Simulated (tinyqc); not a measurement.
MP2 on RHF in the 6-31g basis, for H2, spin multiplicity 1, step by step. Computed by tinyqc, a small Python program that keeps every step (integrals from PySCF). Settings: charge = 0, multiplicity = 1, basis = 6-31g, method = RHF, energy threshold = 1e-10, iteration cap = 83, orthogonalisation = symmetric, start = core, DIIS depth = 6. Command: `OMP_NUM_THREADS=1 python tinyqc.py 25818 25819 out.jsonl` (the two numbers bound the seeds that draw the settings). One thread of a shared host (Intel(R) Xeon(R) Processor @ 2.60GHz), about 0.1 s of CPU time with the checks. The early iterations of the SCF are left out here.

## One-electron integrals

Geometry (angstrom):
```
atom         x         y         z
H     0.000000  0.000000  0.000000
H     0.000000  0.000000  0.921000
```

Basis 6-31g: exponents (1/bohr^2) and contraction coefficients of normalised primitives:
```
element  l (shell)   exponent  coefficient
H            s (1)  18.731137     0.033495
H            s (1)   2.825394     0.234727
H            s (1)   0.640122     0.813757
H            s (2)   0.161278     1.000000
```

Overlap, kinetic and nuclear-attraction integrals over the contracted functions; the nuclear repulsion is the sum of Za Zb / Rab.

nuclear repulsion = 0.57456809 hartree

overlap S:
```
          1H 1s     1H 2s     2H 1s     2H 2s
1H 1s  1.000000  0.658292  0.307466  0.442092
1H 2s  0.658292  1.000000  0.442092  0.783280
2H 1s  0.307466  0.442092  1.000000  0.658292
2H 2s  0.442092  0.783280  0.658292  1.000000
```

kinetic energy T (hartree):
```
          1H 1s     1H 2s     2H 1s     2H 2s
1H 1s  1.395678  0.259735  0.073778  0.127852
1H 2s  0.259735  0.241917  0.127852  0.158632
2H 1s  0.073778  0.127852  1.395678  0.259735
2H 2s  0.127852  0.158632  0.259735  0.241917
```

nuclear attraction V (hartree):
```
           1H 1s      1H 2s      2H 1s      2H 2s
1H 1s  -2.225761  -1.111290  -0.632857  -0.772104
1H 2s  -1.111290  -1.122257  -0.772104  -0.927848
2H 1s  -0.632857  -0.772104  -2.225761  -1.111290
2H 2s  -0.772104  -0.927848  -1.111290  -1.122257
```

core Hamiltonian H = T + V (hartree):
```
           1H 1s      1H 2s      2H 1s      2H 2s
1H 1s  -0.830083  -0.851555  -0.559079  -0.644251
1H 2s  -0.851555  -0.880340  -0.644251  -0.769216
2H 1s  -0.559079  -0.644251  -0.830083  -0.851555
2H 2s  -0.644251  -0.769216  -0.851555  -0.880340
```

## Two-electron integrals

Functions are numbered as in S; the eight-fold symmetry (ij|kl) = (ji|kl) = (kl|ij) leaves the list below.

Two-electron integrals (ij|kl) in chemists' order, unique and non-zero (hartree):
```
(11|11) 1.076566   (21|11) 0.578470   (21|21) 0.329423   (22|11) 0.587396
(22|21) 0.361304   (22|22) 0.453150   (31|11) 0.257298   (31|21) 0.148856
(31|22) 0.166493   (31|31) 0.088957   (32|11) 0.270213   (32|21) 0.166908
(32|22) 0.208513   (32|31) 0.107007   (32|32) 0.147487   (33|11) 0.558135
(33|21) 0.353922   (33|22) 0.459337   (33|31) 0.257298   (33|32) 0.379697
(33|33) 1.076566   (41|11) 0.379697   (41|21) 0.217372   (41|22) 0.240408
(41|31) 0.107007   (41|32) 0.123183   (41|33) 0.270213   (41|41) 0.147487
(42|11) 0.430372   (42|21) 0.266904   (42|22) 0.341008   (42|31) 0.138945
(42|32) 0.185230   (42|33) 0.430372   (42|41) 0.185230   (42|42) 0.278020
(43|11) 0.353922   (43|21) 0.223124   (43|22) 0.290582   (43|31) 0.148856
(43|32) 0.217372   (43|33) 0.578470   (43|41) 0.166908   (43|42) 0.266904
(43|43) 0.329423   (44|11) 0.459337   (44|21) 0.290582   (44|22) 0.389025
(44|31) 0.166493   (44|32) 0.240408   (44|33) 0.587396   (44|41) 0.208513
(44|42) 0.341008   (44|43) 0.361304   (44|44) 0.453150
```

## Orthogonalisation

S = U s U^T; symmetric (Loewdin) form X = U s^(-1/2) U^T, so that X^T S X = 1.

eigenvalues of S: 0.133159  0.419564  0.776096  2.671182

X:
```
           1H 1s      1H 2s      2H 1s      2H 2s
1H 1s   1.260038  -0.497637  -0.083720   0.042171
1H 2s  -0.497637   1.755572   0.042171  -0.776200
2H 1s  -0.083720   0.042171   1.260038  -0.497637
2H 2s   0.042171  -0.776200  -0.497637   1.755572
```

## Iteration 9 (converged): orbitals

converged F (hartree):
```
           1H 1s      1H 2s      2H 1s      2H 2s
1H 1s   0.057546  -0.451022  -0.458572  -0.447377
1H 2s  -0.451022  -0.322896  -0.447377  -0.369027
2H 1s  -0.458572  -0.447377   0.057546  -0.451022
2H 2s  -0.447377  -0.369027  -0.451022  -0.322896
```

Diagonalise F' = X^T F X, C = X C', fill 1 alpha and 1 beta electrons from the bottom; D = 2 C_occ C_occ^T. Each column has its largest component positive (the first on a tie).

F' = X^T F X (hartree):
```
           1          2          3          4
1   0.607453  -0.574379  -0.343226  -0.123491
2  -0.574379   0.255345  -0.123491  -0.200708
3  -0.343226  -0.123491   0.607453  -0.574379
4  -0.123491  -0.200708  -0.574379   0.255345
```

orbital energies (hartree): MO1 -0.546262, MO2 0.189105, MO3 0.865126, MO4 1.217627

coefficients C:
```
            MO1        MO2        MO3        MO4
1H 1s  0.298677   0.155622   0.840464  -1.012088
1H 2s  0.314642   1.346030  -0.695924   1.240498
2H 1s  0.298677  -0.155622   0.840464   1.012088
2H 2s  0.314642  -1.346030  -0.695924  -1.240498
```

D after iteration 9:
```
          1H 1s     1H 2s     2H 1s     2H 2s
1H 1s  0.178416  0.187952  0.178416  0.187952
1H 2s  0.187952  0.197999  0.187952  0.197999
2H 1s  0.178416  0.187952  0.178416  0.187952
2H 2s  0.187952  0.197999  0.187952  0.197999
```

## Convergence

Stop when the energy changes by less than 1e-10 hartree and every element of the error matrix X^T (F D S - S D F) X is below 3e-06.

Course of the cycle:
```
iteration  E (hartree)     change  largest element of the error matrix
1          -1.06790431          -                             1.53e-01
2          -1.10744562  -3.95e-02                             2.43e-02
3          -1.10843330  -9.88e-04                             1.11e-04
4          -1.10843332  -1.72e-08                             4.51e-05
5          -1.10843332  -2.06e-09                             2.83e-05
6          -1.10843332  -6.28e-10                             2.06e-05
7          -1.10843332  -2.71e-10                             1.62e-05
8          -1.10843333  -4.37e-10                             2.56e-08
9          -1.10843333  -8.88e-16                             3.96e-11
```

PySCF RHF in the same basis = -1.10843333 hartree

Converged in 9 iterations.

## Integrals over molecular orbitals

(pq|rs) = sum C_ip C_jq C_kr C_ls (ij|kl), one index at a time.

one-electron integrals over orbitals h = C^T H C (hartree):
```
           1          2          3         4
1  -1.136740   0.000000  -0.144331  0.000000
2   0.000000  -0.589492   0.000000  0.199049
3  -0.144331   0.000000  -0.060764  0.000000
4   0.000000   0.199049   0.000000  0.143876
```

Two-electron integrals over orbitals (pq|rs), unique and non-zero (hartree):
```
(11|11) 0.590478    (21|21) 0.099084    (22|11) 0.438841    (22|22) 0.395856
(31|11) 0.144331    (31|22) 0.062639    (31|31) 0.099130    (32|21) -0.000806
(32|32) 0.034961    (33|11) 0.512510    (33|22) 0.394826    (33|31) 0.119182
(33|33) 0.469186    (41|21) -0.081077   (41|32) -0.040715   (41|41) 0.118767
(42|11) -0.140063   (42|22) -0.066726   (42|31) -0.079521   (42|33) -0.112424
(42|42) 0.078290    (43|21) -0.108391   (43|32) -0.024531   (43|41) 0.125889
(43|43) 0.158995    (44|11) 0.596258    (44|22) 0.447137    (44|31) 0.180393
(44|33) 0.538001    (44|42) -0.165567   (44|44) 0.662951
```

## Second-order Moller-Plesset energy

Hartree-Fock energy = -1.10843333 hartree

E2 = sum_ijab (ia|jb) [2 (ia|jb) - (ib|ja)] / (e_i + e_j - e_a - e_b) over occupied i, j and virtual a, b; the opposite-spin part is (ia|jb)^2 / denominator, the rest is same-spin, and SCS-MP2 scales them by 6/5 and 1/3.

Terms:
```
i  j  a  b    (ia|jb)    (ib|ja)  denominator       term
1  1  2  2   0.099084   0.099084    -1.470734  -0.006675
1  1  4  4   0.118767   0.118767    -3.527777  -0.003998
1  1  3  3   0.099130   0.099130    -2.822776  -0.003481
1  1  2  4  -0.081077  -0.081077    -2.499256  -0.002630
1  1  4  2  -0.081077  -0.081077    -2.499256  -0.002630
```

Pair energies (hartree; pair i-j sums ij and ji):
```
pair  opposite spin  same spin
1-1       -0.019415          0
```

MP2 correlation energy = -0.01941531 hartree

SCS-MP2 correlation energy = -0.02329837 hartree

MP2 total energy = -1.12784863 hartree
